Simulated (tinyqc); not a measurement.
# Two-diode model of a solar cell: effects of single changes

J is the current delivered and Vj = V + J Rs the junction voltage. J = X JL - J01 (exp(Vj/(n1 Vt)) - 1) - J02 (exp(Vj/(2 Vt)) - 1) - Vj/Rp. The photocurrent does not depend on voltage.

Parameters, values chosen for the exercise; values of the order met in cells of gallium arsenide: temperature T = 273 K; photocurrent at one sun JL = 24.7 mA/cm^2; concentration X = 1 suns; saturation current of the first diode J01 = 1.3e-22 A/cm^2; ideality factor of the first diode n1 = 1; series resistance Rs = 0 ohm cm^2; shunt resistance Rp = 300 ohm cm^2; incident power at one sun Pin = 100 mW/cm^2; saturation current of the second diode (ideality 2) J02 = 5.1e-13 A/cm^2.

Constants: q = 1.602176634e-19 C, kB = 1.380649e-23 J/K, Vt = kB T/q. Results are converted to the units shown.

Each table varies one quantity; the others keep the values above.

## Effect of the saturation current of the first diode

Jsc at V = 0, Voc at J = 0, the maximum power point where J (1 + 2 Rs G) = G Vj with G = -dJ/dVj; FF = Vmp Jmp/(Voc Jsc); efficiency Vmp Jmp/(X Pin). Empirical fill factor without parasitics FF0 = (v - ln(v + 0.72))/(v + 1), v = Voc/(n1 Vt).

The same in every row: Jsc (mA/cm^2) = 24.700.

Effect of the saturation current of the first diode:
```
J01 (A/cm^2)	Voc (V)	Vmp (V)	Jmp (mA/cm^2)	FF	efficiency (%)	FF0
1e-24	1.1463	0.99675	20.566	0.72400	20.499	0.90144
1e-23	1.1299	0.99452	20.591	0.73374	20.478	0.90033
1e-22	1.0927	0.98102	20.722	0.75322	20.329	0.89770
1e-21	1.0443	0.94689	20.961	0.76947	19.848	0.89405
1e-20	0.99211	0.90059	21.171	0.77806	19.066	0.88977
1e-19	0.93870	0.85012	21.336	0.78230	18.138	0.88499
```

As J01 goes from 1e-24 to 1e-19, Voc falls from 1.15 to 0.939 V, FF rises from 0.724 to 0.782 and the efficiency falls from 20.5 to 18.1 %. Voc changes by -53.4 mV a decade between the last two rows and -16.4 mV between the first two.

## Effect of the concentration

Same model as above.

Effect of the concentration:
```
X (suns)	Jsc (mA/cm^2)	Voc (V)	Vmp (V)	Jmp (mA/cm^2)	FF	efficiency (%)	FF0
0.01	0.2470	0.07410	0.03705	0.1235	0.2500	0.4576	0.4329
0.04	0.9880	0.2964	0.1482	0.4940	0.2500	1.830	0.7361
0.1	2.470	0.7400	0.3705	1.235	0.2503	4.576	0.8622
0.5	12.35	1.063	0.9388	8.956	0.6404	16.82	0.8955
2	49.40	1.108	1.006	44.59	0.8193	22.42	0.8988
6	148.2	1.137	1.040	140.6	0.8679	24.38	0.9008
20	494.0	1.167	1.073	478.0	0.8894	25.64	0.9028
80	1976	1.201	1.108	1927	0.8997	26.68	0.9049
300	7410	1.232	1.139	7248	0.9045	27.53	0.9069
```

As X goes from 0.01 to 300, Voc rises from 0.0741 to 1.23 V, FF rises from 0.250 to 0.905 and the efficiency rises from 0.458 to 27.5 %. Voc gains 54.9 mV a decade at the top and 369 mV at the bottom (n1 Vt ln 10 = 54.2 mV). For X = 0.01 v is below 10, outside the range of the formula for FF0. For X = 0.01, 0.04, 0.1 the shunt carries over 0.3 of the photocurrent at open circuit, so it pulls Voc down and FF towards the 1/4 of a resistor.

tinyqc, about 0.01 s, one thread, Intel Xeon 2.30GHz (shared host): `OMP_NUM_THREADS=1 python tinyqc.py 2280127 2280128 out.jsonl`
